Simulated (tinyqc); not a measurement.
Concentration-dependent dopant diffusion with charged defects and the built-in field: one step, computed by the program tinyqc. Command: `OMP_NUM_THREADS=1 python tinyqc.py 3006368 3006369 out.jsonl extrinsic walk`. One thread of a shared host (Intel(R) Xeon(R) Processor @ 2.30GHz), about 0.09 s of CPU time with the checks.

A constant source C_s feeds a half space. The dopant moves through neutral point defects and through charged ones, whose number grows with the majority carrier density n.

Task: Diffusivity at the surface. n = C/2 + sqrt(C^2/4 + n_i^2); D(C) = h [Dx + D1 (n/n_i)], h = 1.

Inputs (values chosen for the exercise, modelled on boron in silicon): surface concentration C_s = 4.4e+18 1/cm^3; temperature T = 1025 C.

Field enhancement: off.

n_i = 8.150293e+18 1/cm^3

partial diffusivities (cm^2/s): Dx 1.577961e-15, D1 3.047842e-14

intrinsic diffusivity D_i = 3.205638e-14 cm^2/s

Give: n/n_i; field factor h; surface diffusivity D_s; enhancement D_s/D_i.

Result:

n/n_i = 1.306

field factor h = 1

surface diffusivity D_s = 4.137e-14 cm^2/s

enhancement D_s/D_i = 1.291

C_s is 0.540 times n_i: D_s stays within a factor 1.5 of D_i.
